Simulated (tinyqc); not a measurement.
# A discretised effective-mass wire between two leads, recursive Green functions: effect of the strength of the potential

Finite differences on a grid of step a give a chain with hopping -t, t = C/(m a^2), C = hbar^2/(2 m0), and site energies 2 t + U_i for the N = 7 sites of the device; the semi-infinite leads have site energy 2 t. Each slice is one site, and V = -t couples neighbouring slices.

Sigma = t^2 g(E - 2 t), g(x) = (x - i sqrt(4 t^2 - x^2))/(2 t^2) for |x| < 2 t and (x - sign(x) sqrt(x^2 - 4 t^2))/(2 t^2) otherwise; Gamma = i (Sigma - Sigma^dagger); both leads give the same. Forward pass: g_1 = (E - H_1 - Sigma)^(-1), g_i = (E - H_i - V g_(i-1) V^dagger)^(-1), with Sigma also subtracted on the last slice; G_(i,1) = g_i V G_(i-1,1), starting from g_1. H_i is the block of slice i, its site energy. T(E) = Tr[Gamma G_(N,1) Gamma G_(N,1)^dagger]. All U are multiplied by the factor sc.

Parameters, values chosen for the exercise: effective mass m = 0.026 m0; grid step a = 0.61 nm; potential on the sites 1 to N U = [0, 1.3, 1.3, 0, 0, 0, 0] eV; energy above the band bottom of the leads E = 1.471 eV.

Constants: q = 1.602176634e-19 C, hbar = 1.054571817e-34 J s, m0 = 9.1093837015e-31 kg, hbar^2/(2 m0) = 0.0380998212 eV nm^2. Results are converted to the units shown.

Effect of the strength of the potential:
```
sc       T(E)  reflection, modes - T(E)
0      1.0000                         0
0.38  0.96557                  0.034425
0.75  0.86287                   0.13713
1.12  0.71321                   0.28679
1.5   0.55104                   0.44896
1.88  0.41057                   0.58943
2.25  0.30432                   0.69568
2.62  0.22586                   0.77414
3     0.16785                   0.83215
```

T(E) falls from 1.00 to 0.168. At sc = 0 the device equals the leads and transmits all 1 open mode(s). Between the first two non-zero rows the reflection goes as sc^(2.03); weak scattering gives sc^2.

Computed by the program tinyqc: `OMP_NUM_THREADS=1 python tinyqc.py 2660116 2660117 out.jsonl`, one thread of a shared Intel Xeon 2.30GHz, about 0.03 s for the whole run.
